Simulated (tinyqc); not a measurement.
Grain-boundary trapping model (Seto) of a polycrystalline semiconductor film. From one set of inputs to another, one input at a time. Computed by tinyqc, a small Python program. Command: `OMP_NUM_THREADS=1 python tinyqc.py 3018076 3018077 out.jsonl poly ladder`. One thread of a shared host (Intel(R) Xeon(R) Processor @ 2.30GHz), about 0.01 s of CPU time with the checks.

Grains of equal size L are joined by thin boundaries with one trap level. Trapped carriers deplete a width W on each side and raise a barrier, crossed by thermionic emission. Dopants are fully ionised, statistics are non-degenerate and mu_g does not depend on T.

The inputs printed are set A. Set A is modelled on polycrystalline germanium; the values taken over come from a set modelled on polycrystalline silicon. Inputs not listed in the table keep their values of set A, so the rows need not describe a real material.

Inputs (values chosen for the exercise, modelled on polycrystalline germanium): permittivity eps = 16; effective mass m = 0.19 m_0; effective density of states at 300 K, N_c = 5.7e+18 1/cm^3; grain size L = 200 nm; trap density Q_t = 8.1e+11 1/cm^2; trap level E_t below the band edge = 0.28 eV; doping N = 1.8e+17 1/cm^3; mobility inside the grains mu_g = 630 cm^2/(V s); temperature T = 300 K.

Grain interior: resistance included.

Constants: k_B = 8.617333262e-05 eV/K; e = 1.602176634e-19 C; eps_0 = 8.8541878128e-12 F/m; m_0 = 9.1093837015e-31 kg; k_B = 1.380649e-23 J/K.

Method. N_c(T) = N_c (T/300 K)^(3/2). Filled traps Q = Q_t/(1 + (1/2) exp((E_t* - E_F)/k_B T)), where E_t* = e V_B - E_t and E_F are counted from the band edge at the grain centre. Partial depletion: Q = 2 N W, V_B = e N W^2/(2 eps eps_0), E_F = k_B T ln(N/N_c); solve for W. If that W would exceed L/2 the grain is fully depleted: W = L/2, Q = N L, and E_F follows from the trap equation. Centre density n_0 = N_c exp(E_F/k_B T). Boundary: sigma_b = L e^2 n_0 exp(-e V_B/k_B T)/sqrt(2 pi m k_B T); drift through the grain, depleted parts included: rho_g = [(1 - 2W/L) + (2W/L) int_0^1 exp(y^2 s^2) ds]/(e n_0 mu_g); rho = 1/sigma_b + rho_g. Mean carrier density n_av = n_0 [(1 - 2W/L) + (2W/L) (sqrt(pi)/2) erf(y)/y], y = sqrt(e V_B/k_B T); effective mobility 1/(e n_av rho).

Each row keeps all changes above it:
```
input moved                                      from       to  resistivity rho (ohm cm)  effective mobility (cm^2/(V s))  mean carrier density (1/cm^3)
set A                                               -        -                    0.1245                            306.1                      1.638e+17
doping N (1/cm^3)                             1.8e+17  1.6e+18                    0.0072                            540.7                      1.597e+18
trap level E_t below the band edge (eV)          0.28     0.23                    0.0072                            540.7                      1.597e+18
trap density Q_t (1/cm^2)                     8.1e+11  1.8e+12                    0.0088                            447.9                      1.575e+18
effective mass m (m_0)                           0.19     0.32                    0.0096                            413.5                      1.575e+18
permittivity eps                                   16     11.7                    0.0113                            352.2                      1.570e+18
grain size L (nm)                                 200      190                    0.0116                            344.4                      1.568e+18
mobility inside the grains mu_g (cm^2/(V s))      630      140                    0.0343                            116.0                      1.568e+18
```

Resistivity rho goes from 0.124 to 0.0343, a factor 0.276 in all. The largest single move comes from doping N (a factor 0.0581), and mobility inside the grains mu_g works against it (a factor 2.97). Effective mobility goes from 306 to 116, a factor 0.379 in all. The largest single move comes from mobility inside the grains mu_g (a factor 0.337), and doping N works against it (a factor 1.77). Mean carrier density goes from 1.64e17 to 1.57e18, a factor 9.57 in all. The largest single move comes from doping N (a factor 9.75). The single moves hold for this order of the switches; the total does not depend on the order.

Caution (all rows): e V_B is below 2 k_B T, where the depletion approximation fails and the mean density does not balance the trapped charge. Caution (rows doping N, trap level E_t below the band edge, trap density Q_t, effective mass m, permittivity eps, grain size L, mobility inside the grains mu_g): E_F is within 2 k_B T of the band edge, so non-degenerate statistics fail, and tunnelling through so thin a barrier adds to the current.

Extremes, crossings and ranges named in words are read from the listed rows.
